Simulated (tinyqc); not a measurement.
# Permittivity of the insulator from five potentials

Question. A node lies on a semiconductor-insulator interface. Steps: hs = tb/2 down into the semiconductor, ho = tox/2 up into the insulator, hy = L/6 sideways. The flux balance of its box reads eox (hy/ho)(above - node) + eps_r (hy/hs)(below - node) + [(eps_r hs + eox ho)/(2 hy)](left + right - 2 node) - q Na (hs/2) hy/eps0 = 0. Find eox.

Inputs (values chosen for the exercise); semiconductor permittivity close to that of silicon:
```
symbol  value   unit                                     meaning
eps_r    11.5         relative permittivity of the semiconductor
tb          4     nm                              body thickness
tox       3.8     nm                         insulator thickness
L          34     nm                              channel length
Na          0  cm^-3       acceptor density of the depleted body
```

Constants: q = 1.602176634e-19 C, eps0 = 8.8541878128e-14 F/cm where lengths are in cm. Results are converted to the units shown.

psi (V): node 0.22033422, above 0.15562187, below 0.25067319, left 0.51, right 0.14220630

Answer. The balance is linear in eox.

eox = 9.00

Numbers from tinyqc (`OMP_NUM_THREADS=1 python tinyqc.py 2480035 2480036 out.jsonl`; about 0.1 s on one thread of a shared Intel Xeon 2.30GHz).
